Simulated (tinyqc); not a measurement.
## Projection against the Weibull slope

Defects are spread at random, so -ln(1 - F) is proportional to the area: t63(A2) = t63 (A1/A2)^(1/beta), and the time to the share Fp is t63(A2) (-ln(1 - Fp))^(1/beta).

Values chosen for this exercise: area of a test capacitor A1 = 4500 um^2; gate area of the product A2 = 1.2e6 um^2; allowed share of failed products Fp = 0.001; characteristic time of a test capacitor t63 = 92 s.

Result of one run:
```
beta  t63 of the product (s)  time to Fp (s)  decades lost to area  decades lost to the percentile
4                     22.766          4.0490               0.60649                         0.74995
```

What becomes of these results when the Weibull slope beta is changed from 4 to 1.45, all else the same?

Result of the changed run:
```
beta  t63 of the product (s)  time to Fp (s)  decades lost to area  decades lost to the percentile
1.45                  1.9530        0.016668                1.6731                          2.0688
```

The whole series:
```
beta  t63 of the product (s)  time to Fp (s)  decades lost to area  decades lost to the percentile
0.6                0.0083273       8.3343e-8                4.0433                          4.9996
1.02                 0.38493       4.4098e-4                2.3784                          2.9410
1.45                  1.9530        0.016668                1.6731                          2.0688
1.88                  4.7139         0.11961                1.2904                          1.5956
2.3                   8.1100         0.40250                1.0548                          1.3043
2.73                  11.889         0.94696               0.88863                          1.0988
3.15                  15.618          1.7431               0.77015                         0.95231
3.58                  19.326          2.8068               0.67764                         0.83793
4                     22.766          4.0490               0.60649                         0.74995
```

Both losses go as 1/beta: together 9.04 decades at beta = 0.6 and 1.36 at 4. For small Fp only the ratio Fp/A2 counts, so ten times the area costs as much as a tenth of Fp.

tinyqc, about 0.01 s, one thread, Intel Xeon 2.30GHz (shared host): `OMP_NUM_THREADS=1 python tinyqc.py 2070141 2070142 out.jsonl`
